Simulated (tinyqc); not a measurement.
Worked calculation: Cahn-Hilliard equation on a periodic one-dimensional grid. Computed by tinyqc, a small Python program that keeps every step. Command: `OMP_NUM_THREADS=1 python tinyqc.py 3004271 3004272 out.jsonl cahn walk`. One thread of a shared host (Intel(R) Xeon(R) Processor @ 2.30GHz), about 0.1 s of CPU time with the checks. Intermediate numbers are printed to about 7 digits and carried at full precision; extremes and crossings named in words are read from the listed rows.

Free energy F = h sum_j [A (c_j^2 - 1)^2/4 + (kappa/2) ((c_(j+1) - c_j)/h)^2]; dc/dt = Lap(mu), mu = A (c^3 - c) - kappa Lap(c), Lap(y)_j = (y_(j+1) - 2 y_j + y_(j-1))/h^2, mobility 1; the grid has n = 16 points.

Inputs (values chosen for the exercise, in reduced units):
```
quantity                    value  unit
spacing h                    0.97     -
well depth A                  1.1     -
gradient coefficient kappa   0.97     -
mean composition c0         -0.17     -
noise amplitude               0.1     -
time step dt                0.032     -
end time                      100     -
```

Scheme: explicit Euler.

## Linear stability

f'' = A (3 c0^2 - 1). Mode m has lambda_m = (4/h^2) sin^2(pi m/n) and the rate w_m = -lambda_m (f'' + kappa lambda_m). In the continuum the fastest wavelength is 2 pi sqrt(2 kappa/|f''|) with the rate f''^2/(4 kappa). Explicit steps near c = +-1, where f'' = 2A, are stable for dt < 2/(16 kappa/h^4 + 8 A/h^2).

f'' = -1.00463

Modes of the grid:
```
m  lambda_m        w_m
1  0.161804    0.13716
2  0.622581    0.24948
3  1.312183   -0.35191
4  2.125624   -2.24726
5  2.939066   -5.42629
6  3.628668   -9.12674
7  4.089445  -12.11348
8  4.251249  -13.25999
```

fastest wavelength = 8.731275

largest rate = 0.2601241

explicit limit of dt = 0.07439460

2 mode(s) grow; the fastest on the grid is m = 2, while the box holds 1.78 fastest wavelengths. dt is 0.43 of the explicit limit.

## The first step

random numbers: -0.600  -1.000  0.097  0.315  -0.135  0.618  0.558  0.442  -0.290  0.928  -0.445  -0.028  0.621  -0.614  0.744  -0.282

Start: c_j = c0 + amplitude x (z_j - mean of z). c(new) = c + dt Lap(mu).

c at the start: -0.2358062  -0.2758062  -0.1661063  -0.1443062  -0.1893063  -0.1140063  -0.1200062  -0.1316063  -0.2048062  -0.0830063  -0.2203063  -0.1786062  -0.1137062  -0.2372063  -0.1014063  -0.2040063

mu at the start: 0.2534174  0.1259786  0.2682940  0.2242973  0.0767537  0.2075913  0.1358790  0.2057646  0.0148062  0.3577912  0.0460390  0.1662820  0.3176865  -0.0210742  0.3561730  0.1420777

c after one step: -0.2439271  -0.2666319  -0.1724427  -0.1478279  -0.1798385  -0.1208950  -0.1151905  -0.1404776  -0.1866468  -0.1052739  -0.2056141  -0.1775464  -0.1303768  -0.2128548  -0.1215178  -0.1929382

F at the start = 4.057447

F after one step = 4.038514

## The run

Run to the end time; break off if |c| exceeds 3 or F has risen by more than 1e-9 in more than 30 steps. Domains = stretches with c > c0.

Course:
```
step        t         F       min c       max c  domains
0       0.000  4.057447  -0.2758062  -0.0830063        5
62      1.984  4.015920  -0.2546053  -0.1046807        2
156     4.992  3.998749  -0.3093716  -0.0389490        2
312     9.984  3.865524  -0.5017142   0.2095343        2
469    15.008  3.592129  -0.7518990   0.5551017        2
625    20.000  3.514490  -0.8363046   0.6789986        2
938    30.016  3.214033  -0.8094064   0.7762321        2
1250   40.000  2.089902  -0.8200347   0.8840503        1
1719   55.008  1.907930  -0.9921963   0.9620684        1
2188   70.016  1.907818  -0.9960138   0.9644373        1
2656   84.992  1.907814  -0.9960851   0.9644777        1
3125  100.000  1.907810  -0.9960927   0.9644786        1
```

c at the end: -0.9602172  -0.8478023  -0.4783890  0.2871665  0.7741061  0.9326599  0.9644786  0.9274243  0.7550442  0.2395622  -0.5135135  -0.8598100  -0.9636481  -0.9909339  -0.9960927  -0.9900351

F at the end = 1.907810

steps in which F rose = 0

F never rises by more than 1e-9 in a step. The count of domains goes from 5 in the noise to 1 at the end, and c spans -0.996 to 0.964.

## Interfaces

Continuum wall between c = -1 and +1: c = tanh(x/w), w = sqrt(2 kappa/A), energy s = (2/3) sqrt(2 kappa A). With two walls per domain, the estimate of F at the end is 2 x domains x s. Volume fraction of the +1 phase by the lever rule: (1 + c0)/2.

wall half width w = 1.328020

wall energy s = 0.9738811

estimate of F = 1.947762

volume fraction = 0.415

w/h = 1.369092

The run ends at F = 1.9078, 0.98 of the estimate: the walls are well formed.

Checks made by the program: conservation of the mean (relative difference below 1e-10).
